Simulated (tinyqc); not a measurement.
# Cahn-Hilliard equation on a periodic one-dimensional grid, step by step

A worked calculation. Computed by tinyqc, a small Python program that keeps every step. Command: `OMP_NUM_THREADS=1 python tinyqc.py 3018963 3018964 out.jsonl cahn walk`. One thread of a shared host (Intel(R) Xeon(R) Processor @ 2.30GHz), about 0.03 s of CPU time with the checks. Intermediate numbers are printed to about 7 digits and carried at full precision; extremes and crossings named in words are read from the listed rows.

Free energy F = h sum_j [A (c_j^2 - 1)^2/4 + (kappa/2) ((c_(j+1) - c_j)/h)^2]; dc/dt = Lap(mu), mu = A (c^3 - c) - kappa Lap(c), Lap(y)_j = (y_(j+1) - 2 y_j + y_(j-1))/h^2, mobility 1; the grid has n = 12 points.

Inputs (values chosen for the exercise, in reduced units): spacing h = 1.5; well depth A = 1.4; gradient coefficient kappa = 0.98; mean composition c0 = 0.23; noise amplitude = 0.1; time step dt = 0.13; end time = 60.

Scheme: explicit Euler.

## Linear stability

f'' = A (3 c0^2 - 1). Mode m has lambda_m = (4/h^2) sin^2(pi m/n) and the rate w_m = -lambda_m (f'' + kappa lambda_m). In the continuum the fastest wavelength is 2 pi sqrt(2 kappa/|f''|) with the rate f''^2/(4 kappa). Explicit steps near c = +-1, where f'' = 2A, are stable for dt < 2/(16 kappa/h^4 + 8 A/h^2).

f'' = -1.17782

Modes of the grid:
```
m  lambda_m        w_m
1  0.119089   0.126366
2  0.444444   0.329895
3  0.888889   0.272630
4  1.333333  -0.171796
5  1.658689  -0.742588
6  1.777778  -1.003382
```

fastest wavelength = 8.105288

largest rate = 0.3538928

explicit limit of dt = 0.2476761

3 mode(s) grow; the fastest on the grid is m = 2, while the box holds 2.22 fastest wavelengths. dt is 0.52 of the explicit limit.

## The first step

random numbers: [0.018, -0.536, 0.429, 0.086, 0.097, -0.248, 0.695, -0.909, -0.685, 0.699, 0.146, -0.701]

Start: c_j = c0 + amplitude x (z_j - mean of z). c(new) = c + dt Lap(mu).

c at the start: [0.239375, 0.183975, 0.280475, 0.246175, 0.247275, 0.212775, 0.307075, 0.146675, 0.169075, 0.307475, 0.252175, 0.167475]

mu at the start: [-0.2604760, -0.3150081, -0.3048049, -0.3391774, -0.3095118, -0.3404983, -0.2784311, -0.2805469, -0.2804629, -0.3054014, -0.3177887, -0.2960968]

c after one step: [0.2341662, 0.1877153, 0.2778995, 0.2498750, 0.2437706, 0.2181514, 0.3033666, 0.1468021, 0.1676293, 0.3082002, 0.2541440, 0.1682798]

F at the start = 5.649909

F after one step = 5.648863

## The run

Run to the end time; break off if |c| exceeds 3 or F has risen by more than 1e-9 in more than 30 steps. Domains = stretches with c > c0.

Course:
```
step      t         F       min c      max c  domains
0      0.00  5.649909   0.1466750  0.3074750        4
9      1.17  5.642388   0.1374269  0.3149829        3
23     2.99  5.623498   0.0885390  0.3432800        2
46     5.98  5.492208  -0.1112537  0.4769232        2
69     8.97  5.055173  -0.4645599  0.6838604        2
92    11.96  4.342515  -0.6339444  0.8143910        2
139   18.07  3.913161  -0.7580608  0.9596496        2
185   24.05  3.845858  -0.8047029  0.9758384        2
254   33.02  3.794938  -0.8516423  0.9785327        2
323   41.99  3.774006  -0.8787790  0.9738399        2
393   51.09  3.762789  -0.8963902  0.9671493        2
462   60.06  3.754395  -0.9097043  0.9621377        2
```

c at the end: [-0.3876946, -0.3837012, 0.7661320, 0.9621377, 0.9596300, 0.7156484, -0.6719635, -0.9097043, -0.6783799, 0.7015876, 0.9275359, 0.7587719]

F at the end = 3.754395

steps in which F rose = 0

F never rises by more than 1e-9 in a step. The count of domains goes from 4 in the noise to 2 at the end, and c spans -0.910 to 0.962.

## Interfaces

Continuum wall between c = -1 and +1: c = tanh(x/w), w = sqrt(2 kappa/A), energy s = (2/3) sqrt(2 kappa A). With two walls per domain, the estimate of F at the end is 2 x domains x s. Volume fraction of the +1 phase by the lever rule: (1 + c0)/2.

wall half width w = 1.183216

wall energy s = 1.104335

estimate of F = 4.417340

volume fraction = 0.615

w/h = 0.7888106

The run ends at F = 3.7544, 0.85 of the estimate: walls this close overlap, or the grid resolves them poorly. Caution: the half width of the wall is below the grid spacing, so the wall is barely resolved and feels the grid.

Checks made by the program: conservation of the mean (relative difference below 1e-10).
